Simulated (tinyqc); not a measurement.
# Stacked nanosheet transistor, parasitic resistance, capacitance and delay: effects of single changes

Ns sheets share one contact on top; each has perimeter p = 2 (Ws + ts) and cross-section A = Ws ts; contact width Wc = Ws + 10 nm, stack height Hs = Ns pv. Sheet 1 is the top one. Contact length Lc = CPP - Lg - 2 Lsp, shared by two neighbouring gates. Source and drain sides are equal. The formulas are first-order estimates, not field solutions.

Inputs (values chosen for the exercise); values close to those of silicon logic devices:
```
symbol    value        unit                                   meaning
T           300           K                               temperature
Ns            4                                      number of sheets
Ws           30          nm                               sheet width
ts            6          nm                           sheet thickness
pv           16          nm              vertical pitch of the sheets
rv           95         ohm  vertical resistance between sheet levels
CPP          70          nm                      contacted gate pitch
Lg           18          nm                               gate length
Lsp           7          nm                             spacer length
ks          3.3                   relative permittivity of the spacer
Hc           30          nm       gate height above the channel stack
rc       1.2e-9    ohm cm^2                       contact resistivity
re      0.00052      ohm cm   resistivity of the source-drain epitaxy
te           20          nm     current-carrying depth of the epitaxy
rx      0.00079      ohm cm              resistivity of the extension
Lov           1          nm                              gate overlap
Cinv        2.3     uF/cm^2                     inversion capacitance
vx        9.5e6        cm/s                        injection velocity
mu          160  cm^2/(V s)                         apparent mobility
VT         0.21           V           threshold at zero drain voltage
dl        0.051         V/V                          barrier lowering
n          1.09                                   subthreshold factor
Cw         0.15          fF                                 wire load
Vdd         0.7           V                            supply voltage
```

Constants: q = 1.602176634e-19 C, kB = 1.380649e-23 J/K, eps0 = 8.8541878128e-12 F/m, Vt = kB T/q. Results are converted to the units shown.

Each table varies one quantity; the others keep the values above.

## Effect of the number of sheets

Epitaxy sheet resistance Rsh = re/te, transfer length LT = sqrt(rc/Rsh), contact Rc = [sqrt(rc Rsh)/Wc] coth(Lc/(2 LT)); extension of one sheet Rx = rx Lsp/A. With N sheets: gate Cg = Cinv p N Lg; per side, plate Cp = ks eps0 [Wc (Hs + Hc) - N A]/Lsp, top fringe Cf = (2/pi) ks eps0 Wc ln(1 + Lg/(2 Lsp)), overlap Co = Cinv p N Lov. One sheet: I = p Q vx u/(1 + |u|^1.8)^(1/1.8), Q = Cinv n Vt ln(1 + exp((Vg' - VT + dl Vd')/(n Vt))), u = Vd' mu/(vx Lg), Vg' = Vgs - v, Vd' = Vds - 2 v, with the drop on each side v_j = Rc sum I + rv (sum over levels k = 2..j of the current of sheets k..Ns) + Rx I_j. Ieff = [I(Vgs = Vdd, Vds = Vdd/2) + I(Vdd/2, Vdd)]/2, total currents. With Cs = Cp + Cf + Co, the load of an inverter of two such devices driving an equal one is CL = 2 (Cg + 2 Cs) + 4 Cs + Cw (own drains counted twice for the Miller effect); delay CL Vdd/(2 Ieff).

The same in every row: Rc (ohm) = 197.1.

Results:
```
Ns  Rx/N (ohm)  Ieff (uA)  CL (aF)  delay (ps)
1        307.2      46.31    283.2       2.140
2        153.6      88.37    371.4       1.471
4        76.81      155.4    547.9       1.234
5        61.44      179.3    636.1       1.242
6        51.20      196.9    724.3       1.287
```

Estimate the missing row, Ns = 3.

Computed row:
```
Ns  Rx/N (ohm)  Ieff (uA)  CL (aF)  delay (ps)
3        102.4      125.0    459.7       1.287
```

With this row back in the table: As Ns goes from 1 to 6, Ieff rises from 46.3 to 197 uA, CL rises from 283 to 724 aF and the delay goes from 2.14 through a minimum of 1.23 (at Ns = 4 among the rows listed) to 1.29 ps. From the first row to the last Ieff grows by a factor of 4.25 and CL by 2.56; the first step changes the delay by -31 %, the last by 3.7 %.

## Effect of the relative permittivity of the spacer

Same model as above.

The same in every row: Rc (ohm) = 197.1; Rx/N (ohm) = 76.81; Ieff (uA) = 155.4.

Results:
```
ks   CL (aF)  delay (ps)
1      473.7       1.067
2      506.0       1.139
4      570.5       1.285
5.5    618.8       1.394
7      667.2       1.503
```

Estimate the missing row, ks = 3.

Computed row:
```
ks  CL (aF)  delay (ps)
3     538.2       1.212
```

With this row back in the table: As ks goes from 1 to 7, Ieff stays at 155 uA, CL rises from 474 to 667 aF and the delay rises from 1.07 to 1.50 ps.

## Effect of the contacted gate pitch

Same model as above.

The same in every row: Rx/N (ohm) = 76.81; CL (aF) = 547.9.

Effect of the contacted gate pitch:
```
CPP (nm)  Rc (ohm)  Ieff (uA)  delay (ps)
36            1504      70.62       2.715
42           610.8      115.0       1.667
48           392.2      134.3       1.428
54           296.2      144.2       1.330
60           243.8      150.0       1.278
66           211.9      153.7       1.248
72           191.0      156.1       1.228
78           176.8      157.8       1.215
```

What does the comparison show?

As CPP goes from 36 to 78 nm, Ieff rises from 70.6 to 158 uA, CL stays at 548 aF and the delay falls from 2.72 to 1.22 ps. Only the contact length changes, so the capacitance stays and the pitch acts through Rc. At CPP = 36 nm the contact is under 8 nm long, below what liners and fill allow.

tinyqc, about 0.07 s, one thread, Intel Xeon 2.30GHz (shared host): `OMP_NUM_THREADS=1 python tinyqc.py 2170047 2170048 out.jsonl`
